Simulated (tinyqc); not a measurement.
Changing the sticking coefficient s: ion-assisted plasma etching: sheath, surface coverage, synergy and aspect-ratio dependence. Computed by tinyqc, a small Python program. Command: `OMP_NUM_THREADS=1 python tinyqc.py 3025260 3025261 out.jsonl etch sweep`. One thread of a shared host (Intel(R) Xeon(R) Processor @ 2.30GHz), about 0.01 s of CPU time with the checks.

Radicals adsorb on bare sites; ions remove covered sites with a high yield and bare sites by sputtering; a slow spontaneous reaction acts everywhere, walls included.

Inputs (values chosen for the exercise, close to those used for silicon dioxide in a fluorocarbon plasma):
```
quantity,value,unit
plasma density n_e,1.6e+11,1/cm^3
electron temperature T_e,4.1,eV
ion mass M_i,69,u
sheath voltage V,190,V
radical density n,2.1e+13,1/cm^3
radical mass M_n,19,u
gas temperature T_g,350,K
radicals per removed unit x,4,-
yield slope b,0.17,eV^(-1/2)
threshold E_th,5.9,eV
sputter slope b_p,0.016,eV^(-1/2)
sputter threshold E_p,26,eV
spontaneous reaction probability k_c,1.8e-05,-
solid density N,2.2e+22,1/cm^3
ion temperature T_i,0.73,eV
aspect ratio A,1.6,-
```

Feature: round hole.

Constants: e = 1.602176634e-19 C; u = 1.6605390666e-27 kg; k_B = 1.380649e-23 J/K; eps_0 = 8.8541878128e-12 F/m.

Method:
- Bohm speed u_B = sqrt(e T_e/M_i); ion flux G_i = 0.61 n_e u_B; radical flux G_n = n c/4 with c = sqrt(8 k_B T_g/(pi M_n)).
- Debye length lambda_D = sqrt(eps_0 T_e/(e n_s)) with n_s = 0.61 n_e, T_e in volts; Child-law sheath d = (sqrt2/3) lambda_D (2 V/T_e)^(3/4); ion energy E = V + T_e/2; angular spread = arctan(sqrt(T_i/E)).
- Yields: Y = b (sqrt(E) - sqrt(E_th)) on covered sites, Y_p = b_p (sqrt(E) - sqrt(E_p)) on bare ones (zero below threshold).
- Steady coverage: s G_n (1 - theta) = x Y G_i theta; removal flux = Y G_i theta + Y_p G_i (1 - theta) + k_c G_n; rate = flux/N, 1 cm/s = 6e8 nm/min.
- Lateral rate = k_c G_n/N; anisotropy = 1 - lateral/vertical; synergy = vertical/(ions alone + radicals alone), with ions alone Y_p G_i/N and radicals alone the lateral rate.
- Transmission of a round hole: K = 1/(1 + 3A/4), walls that scatter diffusely without loss. With a loss probability S = s (1 - theta) at the floor, G_b/G_n = K/(K + S - K S); theta follows G_b, and the two are solved together. Ions are taken to reach the floor unshadowed; G_b replaces G_n in every term of the rate; A is depth over diameter.

One run for each value:
```
sticking coefficient s,vertical rate (nm/min),coverage theta,floor rate over open-field rate,G_b/G_n
0.010,109.86,0.01773,0.99786,0.98835
0.019,127.59,0.03316,0.99374,0.97842
0.037,161.43,0.06261,0.98319,0.95995
0.072,221.65,0.11503,0.96186,0.92842
0.140,321.29,0.20174,0.92860,0.87915
0.270,466.01,0.32769,0.89085,0.81158
0.520,645.83,0.48419,0.86178,0.72976
1.000,828.90,0.64352,0.85251,0.64292
```

Over the rows, vertical rate (nm/min) rises from 110 to 829 (exponent d ln y / d ln x 0.23 between the first rows and 0.38 between the last); coverage theta rises from 0.0177 to 0.644 (exponent d ln y / d ln x 0.98 between the first rows and 0.44 between the last); floor rate over open-field rate falls from 0.998 to 0.853 (exponent d ln y / d ln x -0.0065 between the first rows and -0.017 between the last).
